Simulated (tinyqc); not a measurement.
An Irvin curve: changing the peak concentration: sheet resistance and Hall data of a diffused or implanted layer. Computed by tinyqc, a small Python program. Command: `OMP_NUM_THREADS=1 python tinyqc.py 3013424 3013425 out.jsonl layer sweep`. One thread of a shared host (Intel(R) Xeon(R) Processor @ 2.30GHz), about 0.01 s of CPU time with the checks.

Carriers are taken equal to the net active doping down to the junction (full ionisation, which deep dopants in wide-gap hosts do not reach; no spill-over, no depletion), and the Hall factor is 1.

Inputs (values chosen for the exercise, modelled on arsenic in silicon):

| quantity | value | unit |
|---|---|---|
| mu_min | 52.4 | cm^2/(V s) |
| mu_max | 1380 | cm^2/(V s) |
| N_ref | 9.3e+16 | 1/cm^3 |
| exponent alpha | 0.69 | - |
| length scale l | 230 | nm |
| background doping N_B (opposite type) | 6.3e+15 | 1/cm^3 |

Profile: box. Activation: complete.

Constants: e = 1.602176634e-19 C.

Method:
- N(x) = N_0 down to x_j = l, dose N_0 l.
- Mobility mu = mu_min + (mu_max - mu_min)/(1 + (N_t/N_ref)^alpha), N_t = active doping + N_B; carriers n = active doping - N_B, all dopants active.
- Integrals from x_0 (0 unless stated) to x_j by the midpoint rule on 400 even intervals: 1/R_s = e int n mu dx; sheet density n_s = int n dx; Hall sheet density (int n mu dx)^2/int n mu^2 dx; Hall mobility int n mu^2 dx/int n mu dx.
- Mean conductivity 1/(R_s x_j); mean mobility 1/(e n_s R_s).

One run for each value:

| peak concentration N_0 (1/cm^3) | mean conductivity 1/(R_s x_j) (S/cm) | sheet resistance R_s (ohm) | Hall mobility (cm^2/(V s)) | junction depth x_j (nm) | sheet density n_s (1/cm^2) |
|---|---|---|---|---|---|
| 1.30e+17 | 12.5 | 3487 | 629.2 | 230 | 2.845e+12 |
| 1.90e+17 | 16.2 | 2692 | 548.8 | 230 | 4.225e+12 |
| 3.00e+17 | 21.5 | 2019 | 457.6 | 230 | 6.755e+12 |
| 4.60e+17 | 27.7 | 1570 | 380.9 | 230 | 1.044e+13 |
| 7.10e+17 | 35.3 | 1231 | 313.2 | 230 | 1.619e+13 |
| 1.10e+18 | 44.9 | 969 | 256.0 | 230 | 2.516e+13 |
| 1.70e+18 | 56.9 | 764 | 209.6 | 230 | 3.896e+13 |
| 2.60e+18 | 72.1 | 603 | 173.4 | 230 | 5.966e+13 |
| 4.00e+18 | 92.5 | 470 | 144.5 | 230 | 9.186e+13 |
| 6.10e+18 | 119.6 | 364 | 122.5 | 230 | 1.402e+14 |

Describe the trends.

Over the rows, mean conductivity 1/(R_s x_j) (S/cm) rises from 12.5 to 120 (exponent d ln y / d ln x 0.68 between the first rows and 0.61 between the last); sheet resistance R_s (ohm) falls from 3490 to 364 (exponent d ln y / d ln x -0.68 between the first rows and -0.61 between the last); Hall mobility (cm^2/(V s)) falls from 629 to 122 (exponent d ln y / d ln x -0.36 between the first rows and -0.39 between the last).

Caution (rows 1.30e17, 1.90e17): the layer is not thick against surface and junction depletion widths, which remove carriers that this model counts.

Extremes, crossings and ranges named in words are read from the listed rows.
